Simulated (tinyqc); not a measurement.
# Low-temperature mobility of a two-dimensional electron gas with static screening, step by step

A worked calculation. Computed by tinyqc, a small Python program that keeps every step. Command: `OMP_NUM_THREADS=1 python tinyqc.py 3009549 3009550 out.jsonl twodeg walk`. One thread of a shared host (Intel(R) Xeon(R) Processor @ 2.30GHz), about 0.01 s of CPU time with the checks. Intermediate numbers are printed to about 6 digits and carried at full precision; extremes and crossings named in words are read from the listed rows.

One subband is filled, the gas is degenerate and scatters at the Fermi circle; one permittivity serves on both sides of the interface. All formulas are in SI units, masses times m_0. Piezoelectric and polar phonons are left out, and n_s is taken as set by a gate, independent of N_i.

Inputs (values chosen for the exercise, modelled on a strained silicon well):

| quantity | value | unit |
|---|---|---|
| in-plane mass m | 0.183 | m_0 |
| mass across the layer m_z | 0.902 | m_0 |
| permittivity eps | 11.8 | - |
| valley degeneracy g_v | 2 | - |
| sheet density n_s | 3e+12 | 1/cm^2 |
| depletion charge N_d | 3.3e+10 | 1/cm^2 |
| roughness height Delta | 0.68 | nm |
| correlation length Lambda | 1.9 | nm |
| remote charge density N_i | 9.5e+10 | 1/cm^2 |
| distance d of the charges from the interface | 25 | nm |
| density rho | 2329 | kg/m^3 |
| sound velocity v_l | 9230 | m/s |
| deformation potential D_A | 8.8 | eV |
| temperature T | 77 | K |

Wave function: Fang-Howard. Roughness spectrum: Gaussian.

Constants: m_0 = 9.1093837015e-31 kg; e = 1.602176634e-19 C; eps_0 = 8.8541878128e-12 F/m; hbar = 1.054571817e-34 J s; k_B = 1.380649e-23 J/K.

## Fermi circle, screening and layer thickness

k_F = sqrt(2 pi n_s/g_v); E_F = hbar^2 k_F^2/(2 m); q_TF = g_v m e^2/(2 pi eps eps_0 hbar^2); Fang-Howard parameter b = [12 m_z e^2 (N_d + 11 n_s/32)/(eps eps_0 hbar^2)]^(1/3), mean depth 3/b; effective field F = e (N_d + n_s/2)/(eps eps_0).

k_F = 0.306998 1/nm

E_F = 19.6220 meV

q_TF = 1.17227 1/nm

b = 1.32349 1/nm

mean depth = 2.26674 nm

effective field F = 0.235083 MV/cm

q_TF/(2 k_F) = 1.91: screening is strong for back-scattering. Caution: k_B T exceeds a quarter of E_F, so scattering at the Fermi circle alone and zero-temperature screening are rough.

## The integrands at a few angles

Form factors with u = q/b: screening G(q) = [1 + 9u/8 + 3u^2/8]/(1 + u)^3, remote charge P(q) = exp(-q d)/(1 + u)^3. Dielectric function eps(q) = 1 + q_TF G(q)/q, with q = 2 k_F sin(theta/2). Roughness: <|U|^2> = (e F)^2 S(q), S = pi Delta^2 Lambda^2 exp(-q^2 Lambda^2/4). Remote charges: <|U|^2> = N_i [e^2 P(q)/(2 eps eps_0 q)]^2. The last two columns are (m/(pi hbar^3)) <|U|^2>/eps(q)^2.

Integrands (1e9/(s rad)):

| theta (degrees) | q (1/nm) | G | eps(q) | roughness | remote charges |
|---|---|---|---|---|---|
| 5 | 0.026782 | 0.963251 | 43.1621 | 1.80557e+00 | 1.12808e+02 |
| 15 | 0.080143 | 0.896565 | 14.1143 | 1.67982e+01 | 6.47869e+00 |
| 30 | 0.158914 | 0.811620 | 6.9871 | 6.73915e+01 | 9.43707e-02 |
| 60 | 0.306998 | 0.685177 | 3.6163 | 2.36385e+02 | 3.24514e-05 |
| 90 | 0.434161 | 0.601726 | 2.6247 | 4.12152e+02 | 3.40085e-08 |
| 135 | 0.567258 | 0.531977 | 2.0994 | 5.71222e+02 | 2.58780e-11 |
| 180 | 0.613996 | 0.510830 | 1.9753 | 6.13864e+02 | 2.08230e-12 |

## Interface roughness

1/tau_t = (m/(pi hbar^3)) int_0^pi (1 - cos theta) <|U|^2>/eps(q)^2 dtheta; the quantum rate 1/tau_q drops the factor (1 - cos theta); 200 Gauss-Legendre points in s with theta = pi s^2, s from 0 to 1; mu = e tau_t/m.

tau_t, roughness = 0.623027 ps

tau_q, roughness = 0.887404 ps

roughness mobility = 5987.93 cm^2/(V s)

tau_t/tau_q, roughness = 0.702078

k_F Lambda = 0.58: the roughness is short against the Fermi wavelength and scatters through large angles.

## Remote charges

The formulas are those given above.

tau_t, charges = 9335.21 ps

tau_q, charges = 34.7357 ps

remote-charge mobility = 8.97211e+07 cm^2/(V s)

tau_t/tau_q, charges = 268.750

With D = d + 3/b = 27.3 nm, k_F D = 8.37 and q_TF D = 31.96. When both are large, only small angles survive the factor exp(-2 q D) and tau_t/tau_q tends to (2 k_F D)^2, here 280, close to the computed ratio.

## Acoustic phonons

Unscreened deformation potential in equipartition: 1/tau = m D_A^2 k_B T I/(rho v_l^2 hbar^3), I = int |psi|^4 dz = 3 b/16 for the Fang-Howard function (used for both wave-function options); mu = e tau/m. Bloch-Grueneisen temperature T_BG = 2 hbar v_l k_F/k_B.

acoustic mobility = 25583.0 cm^2/(V s)

T_BG = 43.2873 K

## All together

At the Fermi circle the rates add, so 1/mu is the sum; sheet resistance 1/(n_s e mu); mean free path hbar k_F mu/e; the quantum time adds the rates 1/tau_q, with the isotropic acoustic rate e/(m mu).

Mobilities:

| process | mu (cm^2/(V s)) | share of 1/mu (%) |
|---|---|---|
| roughness | 5987.93 | 81.0290 |
| remote charges | 8.97211e+07 | 0.00540783 |
| acoustic phonons | 25583.0 | 18.9656 |

mobility mu = 4851.96 cm^2/(V s)

sheet resistance = 428.796 ohm

mean free path = 98.0435 nm

Dingle ratio tau_t/tau_q = 0.773076

The largest single share of 1/mu (81 %) belongs to roughness: the field presses the gas against the interface, and the rate goes as F^2. The Dingle ratio of 0.773 marks mostly large-angle scattering.

Checks made by the program: angular integral against adaptive quadrature (relative difference below 1e-10).
